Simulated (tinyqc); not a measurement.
# Worked calculation: tunnelling through a gate dielectric, WKB transmission and Tsu-Esaki current

Program tinyqc, `OMP_NUM_THREADS=1 python tinyqc.py 2540055 2540056 out.jsonl`; Intel Xeon 2.30GHz, shared host, one thread, about 0.03 s. Printed values are rounded.

Electrons leave the emitter at x = 0. Energies E (motion across the layers) are in eV from the emitter Fermi level; the collector Fermi level lies at -V and offers states at every E. No charge in the dielectric and no image force: F1 = V/t1, U = phi1 - F1 x. With C = hbar^2/(2 m0), kappa = sqrt(m (U - E)/C) where U > E and 0 elsewhere; T(E) = exp(-S), S = 2 times the integral of kappa over x.

Parameters, values chosen for the exercise; dielectric values close to those of silicon nitride:
- T = 350 K (temperature)
- Ef = 0.2 eV (Fermi energy of the emitter above its band bottom)
- me = 1 m0 (emitter mass in the supply function)
- phi1 = 2.16 eV (barrier of layer 1 above the emitter Fermi level at zero bias)
- m1 = 0.48 m0 (tunnelling mass of layer 1)
- t1 = 1.5 nm (thickness of layer 1)
- V = 0.9 V (voltage across the dielectric)
- E = 0 eV (energy of the electron followed)
- nc = 6 (cells in each layer)
- Ea = -0.2 eV (lower end of the energy grid)
- Eb = 0.31 eV (upper end of the energy grid)
- nE = 11 (points of the energy grid)

Constants: q = 1.602176634e-19 C, kB = 1.380649e-23 J/K, hbar = 1.054571817e-34 J s, m0 = 9.1093837015e-31 kg, Vt = kB T/q, hbar^2/(2 m0) = 0.0380998212 eV nm^2. Results are converted to the units shown.

## Fields and band edges

F1 = V/t1, U = phi1 - F1 x.

F1 = 6 MV/cm
U at x = t1 = 1.26 eV

## WKB exponent by the midpoint rule

Cut each layer into nc equal cells, take U and kappa at the cell centres, and sum S = 2 sum kappa h.

```
cell    x (nm)    U (eV)  kappa (1/nm)
0     0.125000  2.085000      5.125216
1     0.375000  1.935000      4.937415
2     0.625000  1.785000      4.742182
3     0.875000  1.635000      4.538559
4     1.125000  1.485000      4.325361
5     1.375000  1.335000      4.101095
```

S = 13.88491
T(E) = 9.329499e-7

## WKB exponent in closed form

Each layer adds (2/F) sqrt(m/C) [G(u at its left edge) - G(u at its right edge)] to S, with u = U - E (0 where negative) and G(u) = (2/3) u^1.5. The slope follows from 1/d = -dS/dE.

S = 13.88375
T(E) = 9.340384e-7
energy d over which T(E) grows by a factor e = 0.24344 eV

The midpoint rule gives S = 13.885, so its T(E) is 0.12 % below this value. The band edge stays above E through the whole stack: direct tunnelling through a trapezoid.

## Current density on a coarse energy grid

J = J0 times the integral of T(E) N(E) dE, N = ln[(1 + exp(-E/Vt))/(1 + exp((-E - V)/Vt))], J0 = q^2 me m0 kB T/(2 pi^2 hbar^3) (times 1e-4 for A/cm^2 per eV), by Simpson's rule on nE equally spaced points from Ea to Eb.

```
point      E (eV)         T(E)            N        T(E) N
0      -0.2000000  4.204882e-7     6.632471   2.788876e-6
1      -0.1490000  5.132001e-7     4.947337   2.538974e-6
2      -0.0980000  6.281335e-7     3.287334   2.064885e-6
3      -0.0470000  7.710895e-7     1.749346   1.348902e-6
4       0.0040000  9.495221e-7    0.6290326   5.972804e-7
5       0.0550000  1.173052e-6    0.1496682   1.755687e-7
6       0.1060000  1.454159e-6   0.02932804   4.264765e-8
7       0.1570000  1.809110e-6  0.005471556   9.898648e-9
8       0.2080000  2.259227e-6  0.001010910   2.283874e-9
9       0.2590000  2.832616e-6  1.864334e-4  5.280941e-10
10      0.3100000  3.566554e-6  3.437075e-5  1.225851e-10
```

J0 = 4.880933e8 A/(cm^2 eV)
J = 203.2799 A/cm^2

The integrand peaks at E = -0.200 eV among these points. A converged quadrature from -Ef to above the barrier gives 203.2 A/cm^2; this grid is 0.046 % above that.
